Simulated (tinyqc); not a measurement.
## Thermionic-field emission through a Schottky barrier, WKB: effect of temperature

Metal on an n-type semiconductor with one parabolic valley; V > 0 is forward bias (metal positive). Energies E are counted from the conduction edge of the neutral semiconductor, whose Fermi level lies at -xi; that of the metal lies at -xi - V. The barrier is a parabola of height Vd = phi - xi - V (depletion approximation, no image force).

Nc = 2 (2 pi me m0 kB T/h^2)^1.5 (times 1e-6 for cm^-3); Nd = Nc F12(-xi/Vt), F12(x) = (2/sqrt(pi)) int_0^infinity sqrt(u)/(1 + exp(u - x)) du; E00 = (hbar/2) sqrt(Nd/(me m0 eps0 eps_r)) in SI units (volts). For E < Vd, ln T(E) = -(Vd/E00) [sqrt(1 - y) - y ln((1 + sqrt(1 - y))/sqrt(y))], y = E/Vd; T(E) = 1 above. J = A* T (q/kB) int_0^infinity T(E) N(E) dE, N = ln[(1 + exp((-xi - E)/Vt))/(1 + exp((-xi - V - E)/Vt))], A* = 4 pi q me m0 kB^2/h^3 (times 1e-4 for A/(cm^2 K^2)). The integral is converged to the digits shown; the share over the barrier is that of E > Vd, and 0 means below 1e-6 %. phi is held fixed. By a common rule of thumb, E00/Vt below 0.5 marks thermionic emission, 0.5 to 5 thermionic-field emission and above 5 field emission.

Parameters, values chosen for the exercise; band and dielectric values close to those of silicon: electron mass me = 0.261 m0; relative permittivity eps_r = 11.7; barrier height seen from the metal phi = 0.42 eV; donor density Nd = 9.8e17 cm^-3; bias V = 0.11 V.

Constants: q = 1.602176634e-19 C, kB = 1.380649e-23 J/K, eps0 = 8.8541878128e-12 F/m, hbar = 1.054571817e-34 J s, h = 6.62607015e-34 J s, m0 = 9.1093837015e-31 kg, Vt = kB T/q. Results are converted to the units shown.

Result of one run:

| E00/Vt | J (A/cm^2) | share over the barrier (%) | mean E/Vd |
|---|---|---|---|
| 0.6103 | 0.8990 | 2.15 | 0.6982 |

Which temperature T gave this result: 60, 150, 200, 300 or 400 K?

T = 200 K.

The whole series:

| T (K) | E00/Vt | J (A/cm^2) | share over the barrier (%) | mean E/Vd |
|---|---|---|---|---|
| 60 | 2.034 | 1.331e-6 | 0 | 0.1093 |
| 100 | 1.221 | 8.685e-5 | 8.60e-5 | 0.3182 |
| 150 | 0.8137 | 0.01698 | 0.160 | 0.5570 |
| 200 | 0.6103 | 0.8990 | 2.15 | 0.6982 |
| 250 | 0.4882 | 15.56 | 7.05 | 0.7810 |
| 300 | 0.4068 | 126.7 | 13.6 | 0.8359 |
| 400 | 0.3051 | 2189 | 27.3 | 0.9125 |
| 500 | 0.2441 | 1.380e4 | 39.3 | 0.9777 |

J rises from 1.33e-6 to 13800 A/cm^2, and the mean E/Vd rises from 0.109 to 0.978, as E00/Vt falls from 2.03 (thermionic-field emission) to 0.244 (thermionic emission). Between the first two rows J changes by a factor of 65.3, between the last two by 6.31.

Range of the model: One isotropic valley is assumed; bands with several valleys have a larger Richardson constant and Nc. The depletion approximation, a parabolic band and the neglect of image-force lowering make these currents estimates at high doping.

Computed by the program tinyqc: `OMP_NUM_THREADS=1 python tinyqc.py 2640118 2640119 out.jsonl`, one thread of a shared Intel Xeon 2.30GHz, about 0.05 s for the whole run.
